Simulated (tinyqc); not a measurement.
Inside a calculation. Method: UHF in the sto-3g basis, for H4, spin multiplicity 1. One step of it, computed by the program tinyqc.

Problem. Iteration 2: building the Fock matrix. J_ij = sum D_kl (ij|kl) with D = D(alpha) + D(beta), K_ij = sum D_kl (ik|jl) for each spin; F = H + J - K(s); E = tr D H + tr D J / 2 - 0.5 sum_s tr D(s) K(s) + E_nn.

D(alpha) after iteration 1:
```
,1H 1s,2H 1s,3H 1s,4H 1s
1H 1s,0.813416,0.185499,0.027256,-0.466052
2H 1s,0.185499,0.074940,0.055369,0.027256
3H 1s,0.027256,0.055369,0.074940,0.185499
4H 1s,-0.466052,0.027256,0.185499,0.813416
```

D(beta) after iteration 1:
```
,1H 1s,2H 1s,3H 1s,4H 1s
1H 1s,0.074940,0.185499,0.027256,0.055369
2H 1s,0.185499,0.813416,-0.466052,0.027256
3H 1s,0.027256,-0.466052,0.813416,0.185499
4H 1s,0.055369,0.027256,0.185499,0.074940
```

core Hamiltonian H = T + V (hartree):
```
,1H 1s,2H 1s,3H 1s,4H 1s
1H 1s,-1.806314,-1.167953,-0.923113,-0.624176
2H 1s,-1.167953,-1.806314,-0.624176,-0.923113
3H 1s,-0.923113,-0.624176,-1.806314,-1.167953
4H 1s,-0.624176,-0.923113,-1.167953,-1.806314
```

Two-electron integrals (ij|kl) in chemists' order, unique and non-zero (hartree):
```
i,j,k,l,(ij|kl)
1,1,1,1,0.774606
2,1,1,1,0.333509
2,1,2,1,0.180182
2,2,1,1,0.494966
2,2,2,1,0.333509
2,2,2,2,0.774606
3,1,1,1,0.243614
3,1,2,1,0.111998
3,1,2,2,0.176723
3,1,3,1,0.103608
3,2,1,1,0.132560
3,2,2,1,0.073407
3,2,2,2,0.138903
3,2,3,1,0.057823
3,2,3,2,0.038023
3,3,1,1,0.430535
3,3,2,1,0.209545
3,3,2,2,0.346871
3,3,3,1,0.243614
3,3,3,2,0.138903
3,3,3,3,0.774606
4,1,1,1,0.138903
4,1,2,1,0.073407
4,1,2,2,0.132560
4,1,3,1,0.057823
4,1,3,2,0.037598
4,1,3,3,0.132560
4,1,4,1,0.038023
4,2,1,1,0.176723
4,2,2,1,0.111998
4,2,2,2,0.243614
4,2,3,1,0.075765
4,2,3,2,0.057823
4,2,3,3,0.176723
4,2,4,1,0.057823
4,2,4,2,0.103608
4,3,1,1,0.209545
4,3,2,1,0.113868
4,3,2,2,0.209545
4,3,3,1,0.111998
4,3,3,2,0.073407
4,3,3,3,0.333509
4,3,4,1,0.073407
4,3,4,2,0.111998
4,3,4,3,0.180182
4,4,1,1,0.346871
4,4,2,1,0.209545
4,4,2,2,0.430535
4,4,3,1,0.176723
4,4,3,2,0.132560
4,4,3,3,0.494966
4,4,4,1,0.138903
4,4,4,2,0.243614
4,4,4,3,0.333509
4,4,4,4,0.774606
```

nuclear repulsion = 2.73954797 hartree

Give: Coulomb J; exchange K(alpha); exchange K(beta); F(alpha); F(beta); total energy of this density.

Solution.

Coulomb J (hartree):
```
,1H 1s,2H 1s,3H 1s,4H 1s
1H 1s,2.0442,1.0869,0.8376,0.5417
2H 1s,1.0869,2.0442,0.5417,0.8376
3H 1s,0.8376,0.5417,2.0442,1.0869
4H 1s,0.5417,0.8376,1.0869,2.0442
```

exchange K(alpha) (hartree):
```
,1H 1s,2H 1s,3H 1s,4H 1s
1H 1s,0.7277,0.4045,0.2812,0.1813
2H 1s,0.4045,0.3652,0.2433,0.2812
3H 1s,0.2812,0.2433,0.3652,0.4045
4H 1s,0.1813,0.2812,0.4045,0.7277
```

exchange K(beta) (hartree):
```
,1H 1s,2H 1s,3H 1s,4H 1s
1H 1s,0.3652,0.4045,0.2812,0.2433
2H 1s,0.4045,0.7277,0.1813,0.2812
3H 1s,0.2812,0.1813,0.7277,0.4045
4H 1s,0.2433,0.2812,0.4045,0.3652
```

F(alpha) (hartree):
```
,1H 1s,2H 1s,3H 1s,4H 1s
1H 1s,-0.4897,-0.4856,-0.3668,-0.2637
2H 1s,-0.4856,-0.1273,-0.3258,-0.3668
3H 1s,-0.3668,-0.3258,-0.1273,-0.4856
4H 1s,-0.2637,-0.3668,-0.4856,-0.4897
```

F(beta) (hartree):
```
,1H 1s,2H 1s,3H 1s,4H 1s
1H 1s,-0.1273,-0.4856,-0.3668,-0.3258
2H 1s,-0.4856,-0.4897,-0.2637,-0.3668
3H 1s,-0.3668,-0.2637,-0.4897,-0.4856
4H 1s,-0.3258,-0.3668,-0.4856,-0.1273
```

total energy of this density = -1.930724 hartree
